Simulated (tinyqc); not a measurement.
Inside a calculation. Method: plane-wave Kohn-Sham cycle with exchange-only LDA in a layered model solid. One step of it, computed by the program tinyqc.

Question. Iteration 1: potential. V_H(G) = 4 pi rho(G)/G^2 for G != 0 (uniform background); v_x = -(3 rho/pi)^(1/3); V = V_ext + V_H + v_x; Fourier components f(G_m) = (1/N) sum_j f(x_j) exp(-i G_m x_j).

A solid whose potential varies along x alone (atomic units):
```
parameter,value
period a,9.600000
cross-section of the cell,10.000000
electrons per cell,2
grid points,16
"plane waves -n..n, n",2
k points,4
V1 in V1 cos(2 pi x/a),-0.550000
V2 in V2 cos(4 pi x/a),-0.280000
```

density at the start, on the grid x_j = j a/N (e/bohr^3): 0.02083333  0.02083333  0.02083333  0.02083333  0.02083333  0.02083333  0.02083333  0.02083333  0.02083333  0.02083333  0.02083333  0.02083333  0.02083333  0.02083333  0.02083333  0.02083333

Give: Potentials on the grid; V(G_m), m = 0, 1, 2, ....

Answer.

Potentials on the grid (hartree):
```
x,V_ext,V_H,v_x,V
0.0000,-0.8300,0.0000,-0.2710,-1.1010
0.6000,-0.7061,0.0000,-0.2710,-0.9771
1.2000,-0.3889,0.0000,-0.2710,-0.6599
1.8000,-0.0125,0.0000,-0.2710,-0.2834
2.4000,0.2800,0.0000,-0.2710,0.0090
3.0000,0.4085,0.0000,-0.2710,0.1375
3.6000,0.3889,0.0000,-0.2710,0.1179
4.2000,0.3101,0.0000,-0.2710,0.0392
4.8000,0.2700,0.0000,-0.2710,-0.0010
5.4000,0.3101,0.0000,-0.2710,0.0392
6.0000,0.3889,0.0000,-0.2710,0.1179
6.6000,0.4085,0.0000,-0.2710,0.1375
7.2000,0.2800,0.0000,-0.2710,0.0090
7.8000,-0.0125,0.0000,-0.2710,-0.2834
8.4000,-0.3889,0.0000,-0.2710,-0.6599
9.0000,-0.7061,0.0000,-0.2710,-0.9771
```

V(G_m), m = 0, 1, 2, ... (hartree): -0.2710  -0.2750  -0.1400  0.0000  0.0000
